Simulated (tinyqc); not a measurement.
Inside a calculation. Model: bandgap voltage reference from two bipolar transistors.

Computed by the program tinyqc: `OMP_NUM_THREADS=1 python tinyqc.py 2062051 2062052 out.jsonl`, one thread of a shared Intel Xeon 2.30GHz, about 0.02 s for the whole run. Printed values are rounded.

Two transistors of area 1 and N carry the same current I. Is(T) = Is (T/T0)^eta exp[(Vg0 q/kB)(1/T0 - 1/T)], VBE1 = Vt ln(I/Is(T)) + I rb, VBE2 = Vt ln(I/(N Is(T))) + I rb/N. The amplifier forces I R1(T) = VBE1 - VBE2 + Vos, with R(T) = R (1 + tc (T - T0)) for both resistors, and the output is Vref = VBE1 + I R2(T). Base currents and the Early effect are neglected.

Values chosen for this exercise; values of the order met in silicon bipolar transistors: reference temperature T0 = 298 K; band-gap voltage extrapolated to 0 K Vg0 = 1.172 V; temperature exponent of the saturation current eta = 3.9; saturation current of the unit transistor at T0 Is = 5.3e-17 A; area ratio of the second transistor N = 8; resistor across which the difference of VBE falls, at T0 R1 = 5.4 kohm; temperature coefficient of both resistors tc = -100 ppm/K; offset of the amplifier Vos = 0 mV; series resistance of the unit transistor rb = 16 ohm; output resistor at T0 R2 = 60.15 kohm; temperature T = 333 K.

Constants: q = 1.602176634e-19 C, kB = 1.380649e-23 J/K. Results are converted to the units shown.

## Operating point at the reference temperature

Vt = kB T/q; I = (Vt ln N + Vos)/(R1(T) - rb (1 - 1/N)). Evaluate at T = T0.

Vt = 0.0256797 V
I = 9.91447 uA
Is(T) = 5.3e-17 A
VBE1 = 0.666667 V
I R2 = 0.596355 V
Vref = 1.26302 V

## Operating point at another temperature

Vt = kB T/q; I = (Vt ln N + Vos)/(R1(T) - rb (1 - 1/N)).

Vt = 0.0286957 V
I = 11.1179 uA
Is(T) = 9.90011e-15 A
VBE1 = 0.598176 V
I R2 = 0.666403 V
Vref = 1.26458 V

From T0 to T, VBE1 changes by -68.5 mV and I R2 by 70.0 mV, which leaves 1.56 mV in Vref.

## Resistor for zero slope at T0, ideal case

With tc = 0, Vos = 0 and rb = 0 the current is proportional to T, dVBE/dT = (VBE - Vg0 - (eta - 1) Vt)/T, and Vref has zero slope at T0 when Vref = Vg0 + (eta - 1) Vt0. Find VBE1, its slope, that Vref, R2/R1 and the curvature d2Vref/dT2 = -(eta - 1) kB/(q T0).

VBE1 = 0.666442 V
dVBE/dT = -1.94641 mV/K
Vref = 1.24647 V
R2/R1 = 10.8621
curvature = -0.838600 uV/K^2
